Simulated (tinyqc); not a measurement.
Junction parameters from two forward currents.

Inverse problem. D(v) = J1 (exp(v/Vt) - 1) + J2 (exp(v/(2 Vt)) - 1). Find J1, J2 and the voltage 2 Vt ln(J2/J1) near which both parts are equal.

Inputs (values chosen for the exercise):
```
symbol,value,unit,meaning
T,398,K,temperature
```

Constants: q = 1.602176634e-19 C, kB = 1.380649e-23 J/K, Vt = kB T/q. Results are converted to the units shown.

junction voltages (V): 0.32  0.63
currents (uA/um): 1.3309224e-7  6.9617742e-5

Answer. The current is linear in J1 and J2, so two points give two equations.

J1 = 6.100e-13 uA/um
J2 = 1.200e-9 uA/um
crossover = 0.5202 V

Computed by the program tinyqc: `OMP_NUM_THREADS=1 python tinyqc.py 2182171 2182172 out.jsonl`, one thread of a shared Intel Xeon 2.30GHz, about 0.2 s for the whole run.
